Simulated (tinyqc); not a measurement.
Worked calculation: BCS gap equation with a constant attraction inside the Debye window. Computed by tinyqc, a small Python program that keeps every step. Command: `OMP_NUM_THREADS=1 python tinyqc.py 3012235 3012236 out.jsonl bcs walk`. One thread of a shared host (Intel(R) Xeon(R) Processor @ 2.30GHz), about 0.01 s of CPU time with the checks. Intermediate numbers are printed to about 6 digits and carried at full precision; extremes and crossings named in words are read from the listed rows.

Pairs attract with strength V for |xi| < k_B Theta; N(0) is the density of states for one spin. Energies are given as temperatures (E/k_B, in K) unless marked.

Inputs (values chosen for the exercise, modelled on vanadium):

| quantity | value | unit |
|---|---|---|
| coupling N(0)V | 0.229 | - |
| Debye temperature Theta | 383 | K |
| temperature T | 3.95 | K |
| Fermi velocity v_F | 320000 | m/s |
| electron density n | 7.5 | 1e28/m^3 |
| mean free path l | 15 | nm |
| junction resistance R_n | 17 | kilo-ohm |

Solver: secant.

Constants: k_B = 8.617333262e-05 eV/K; hbar = 1.054571817e-34 J s; k_B = 1.380649e-23 J/K; m_0 = 9.1093837015e-31 kg; eps_0 = 8.8541878128e-12 F/m; c = 299792458 m/s; e = 1.602176634e-19 C; h = 6.62607015e-34 J s.

## Gap at zero temperature

At T = 0 the gap equation 1/(N(0)V) = int_0^Theta d xi/sqrt(xi^2 + Delta^2) has the integral arcsinh(Theta/Delta), so Delta_0 = Theta/sinh(1/(N(0)V)); weak coupling gives 2 Theta exp(-1/(N(0)V)).

Delta_0 = 9.72336 K

weak-coupling Delta_0 = 9.72179 K

Delta_0 in meV = 0.837894 meV

## Critical temperature

Gap equation: 1/(N(0)V) = I(Delta, T) = int_0^Theta tanh(E/2T)/E d xi, E = sqrt(xi^2 + Delta^2); 64 Gauss-Legendre points in y with xi = max(Delta, T) sinh(y). T_c solves I(0, T_c) = 1/(N(0)V); the weak-coupling form is T_c = (2 e^C/pi) Theta exp(-1/(N(0)V)) with Euler's C = 0.5772157, and 2 Delta_0/T_c then tends to 2 pi e^-C = 3.528.

T_c = 5.51160 K

weak-coupling T_c = 5.51160 K

2 Delta_0/T_c = 3.52832

T_c/Theta = 0.0144; the ratio lies +0.02 % from 3.528, so the universal weak-coupling laws hold.

## One evaluation of the gap equation

Take Delta = Delta_0 as the trial; the fixed-point update is Delta(new) = N(0)V Delta I(Delta, T).

I(Delta_0, T) = 4.24381

updated Delta = 9.44948 K

## Gap at temperature T

Residual r = N(0)V I - 1, with Delta_0 = Theta/sinh(1/(N(0)V)). Secant steps in Delta^2, from Delta_0 and 0.9 Delta_0, with Delta^2 kept at or above 1e-6 K^2. Stop when |r| < 1e-9 or after 40 steps.

Iterations:

| step | Delta (K) | residual r |
|---|---|---|
| 1 | 7.80723 | 1.39475e-03 |
| 2 | 7.90292 | -6.32639e-05 |
| 3 | 7.89879 | -2.94600e-07 |
| 4 | 7.89878 | 6.24640e-11 |

converged (1 yes, 0 no) = 1

Delta(T) = 7.89878 K

Converged in 4 steps: Delta(T)/Delta_0 = 0.8124 at T/T_c = 0.717.

## Lengths and fields

xi_0 = hbar v_F/(pi Delta_0); lambda_L = sqrt(m_0 eps_0 c^2/(n e^2)); N(0) = 3 n/(2 m_0 v_F^2) for one spin; condensation energy N(0) Delta_0^2/2 = B_c^2/(2 mu_0), mu_0 = 1/(eps_0 c^2); with scattering lambda = lambda_L sqrt(1 + xi_0/l) in the local limit (where xi_0 and l both exceed lambda, nonlocal response makes the true depth larger); Ginzburg-Landau kappa = 0.96 lambda_L/xi_0 + 0.72 lambda_L/l. Free-electron mass throughout; heavier carriers, as in niobium or vanadium, give a larger lambda_L and kappa and can make the metal type II.

coherence length xi_0 = 80.0160 nm

London depth lambda_L = 19.4043 nm

critical field B_c(0) = 165.267 mT

depth with scattering = 48.8373 nm

Ginzburg-Landau kappa = 1.16421

kappa exceeds 1/sqrt(2): type II, and the sample is dirty, l well below xi_0.

## A tunnel junction of this metal

Ambegaokar-Baratoff: I_c R_n = (pi Delta/(2e)) tanh(Delta/2T); Josephson energy E_J = hbar I_c/(2e), given as E_J/h; inductance hbar/(2 e I_c); thermal quasiparticle fraction x = n_qp/(2 N(0) Delta) = sqrt(2 pi T/Delta) exp(-Delta/T), valid for T well below Delta.

I_c R_n = 814.215 microvolt

critical current I_c = 47.8950 nA

E_J/h = 23.7887 GHz

Josephson inductance = 6.87141 nH

quasiparticle fraction x = 0.239969

Caution: T is not small against Delta, so the quasiparticle formula is only a rough guide.

## Gap and superfluid density against temperature

Interpolation tanh(1.74 sqrt(T_c/T - 1)); near T_c, 1.74 sqrt(1 - T/T_c). Clean-limit superfluid fraction 1 - (1/2T) int_0^(40 T) cosh^-2(E/2T) d xi (64 points); two-fluid rule 1 - (T/T_c)^4.

Reduced quantities:

| T/T_c | Delta/Delta_0 | tanh form | square-root form | superfluid fraction | two-fluid rule |
|---|---|---|---|---|---|
| 0.10 | 1.000000 | 0.999942 | 1.65071 | 1.000000 | 0.999900 |
| 0.20 | 0.999877 | 0.998104 | 1.55630 | 0.998855 | 0.998400 |
| 0.30 | 0.997126 | 0.990221 | 1.45579 | 0.981776 | 0.991900 |
| 0.40 | 0.985041 | 0.972207 | 1.34780 | 0.927969 | 0.974400 |
| 0.50 | 0.956900 | 0.940227 | 1.23037 | 0.834120 | 0.937500 |
| 0.60 | 0.907018 | 0.889746 | 1.10047 | 0.706785 | 0.870400 |
| 0.70 | 0.828803 | 0.814110 | 0.95304 | 0.553839 | 0.759900 |
| 0.80 | 0.711080 | 0.701374 | 0.77815 | 0.381897 | 0.590400 |
| 0.90 | 0.526377 | 0.522665 | 0.55024 | 0.196025 | 0.343900 |
| 0.95 | 0.380345 | 0.379250 | 0.38908 | 0.099086 | 0.185494 |
| 0.98 | 0.243603 | 0.243575 | 0.24607 | 0.039871 | 0.077632 |

The tanh form misses the gap by at most about 0.017 (at T/T_c = 0.6); the square-root form is within 3 % only from T/T_c = 0.95. The gap keeps 99 % of Delta_0 up to T/T_c = 0.3, since quasiparticles are exponentially few. The two-fluid rule exceeds the BCS superfluid fraction most, by 0.21, at T/T_c = 0.8.

Checks made by the program: weak-coupling T_c, allowing for terms of order exp(-Theta/T_c) (relative difference below 1e-10).
